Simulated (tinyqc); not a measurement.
What each parameter does: six-band Luttinger-Kohn model with strain.

Six-band Luttinger-Kohn model in the basis |3/2,3/2>, |3/2,1/2>, |3/2,-1/2>, |3/2,-3/2>, |1/2,1/2>, |1/2,-1/2>, electron energies, zero at the top of the unstrained valence band. H = -[rows: (P+Q, -S, R, 0, -S/r2, r2 R); (-S*, P-Q, 0, R, -r2 Q, r32 S); (R*, 0, P-Q, S, r32 S*, r2 Q); (0, R*, S*, P+Q, -r2 R*, -S*/r2); (-S*/r2, -r2 Q, r32 S, -r2 R, P+Dso, 0); (r2 R*, r32 S*, r2 Q, -S/r2, 0, P+Dso)], r2 = sqrt(2), r32 = sqrt(3/2). Levels are twofold.

P = c g1 k^2 - av tr(e); Q = c g2 (kx^2 + ky^2 - 2 kz^2) - (b/2)(exx + eyy - 2 ezz); R = c sqrt3 [-g2 (kx^2 - ky^2) + 2i g3 kx ky] + (sqrt3/2) b (exx - eyy) - i d exy; S = 2 c sqrt3 g3 (kx - i ky) kz - d (exz - i eyz); c = hbar^2/2m0, e the strain tensor (not engineering shear).

s11 = (C11 + C12)/((C11 - C12)(C11 + 2 C12)), s12 = -C12/((C11 - C12)(C11 + 2 C12)), s44 = 1/C44; exx = s11 sxx + s12 (syy + szz) and cyclic, exy = s44 sxy/2; tension is positive. A uniaxial stress X along the unit vector n is s_ij = X n_i n_j.

Constants: hbar^2/2m0 = 3.80998211 eV angstrom^2.

Inputs chosen for the exercise (near those of Ge; shifted at random, so the results belong to these values and not to a real crystal): Dso = 0.29 eV (spin-orbit splitting); g1 = 13.37 (Luttinger gamma1); g2 = 4.25 (gamma2); g3 = 5.68 (gamma3); av = 1.24 eV (valence hydrostatic potential); b = -2.53 eV (tetragonal shear potential); d = -5.28 eV (trigonal shear potential); C11 = 128.8 GPa; C12 = 48.5 GPa; C44 = 67.1 GPa; load = uniaxial [001] (kind of stress); X = -1.42 GPa (stress).

Edges at k = 0 under a uniaxial [001] stress X and the curvature mass of the top pair along [110] (step 0.0002 1/angstrom).

One parameter was then changed.

Results before and after:
```
case     top (eV)  second (eV)  third (eV)  mass (m0)
base       0.0485      -0.0525     -0.3094      0.140
changed    0.0485      -0.0525     -0.3094      0.224
```

Which of these changes was made? (a) g1 = 10.696; (b) b = -2.024 eV; (c) Dso = 0.232 eV; (d) C11 = 103.04 GPa; (e) C12 = 58.2 GPa; (f) C44 = 80.52 GPa; (g) g3 = 6.816.

Answer: (a) g1 = 10.696. Of the candidates, run in turn, only this one gives the changed row.

All candidates:
```
case              top (eV)  second (eV)  third (eV)  mass (m0)
base                0.0485      -0.0525     -0.3094      0.140
g1 = 10.696         0.0485      -0.0525     -0.3094      0.224
g3 = 6.816          0.0485      -0.0525     -0.3094      0.140
C12 = 58.2 GPa      0.0583      -0.0581     -0.3118      0.144
Dso = 0.232 eV      0.0507      -0.0525     -0.2536      0.147
C44 = 80.52 GPa     0.0485      -0.0525     -0.3094      0.140
C11 = 103.04 GPa    0.0800      -0.0747     -0.3217      0.152
b = -2.024 eV       0.0357      -0.0436     -0.3055      0.135
```

The Luttinger parameters multiply k^2 and cannot move the edges; av shifts all edges alike and leaves the mass.

(tinyqc, `OMP_NUM_THREADS=1 python tinyqc.py 1050018 1050019 out.jsonl`, Intel(R) Xeon(R) Processor @ 2.30GHz, 1 thread, shared host, about 0.3 s.)
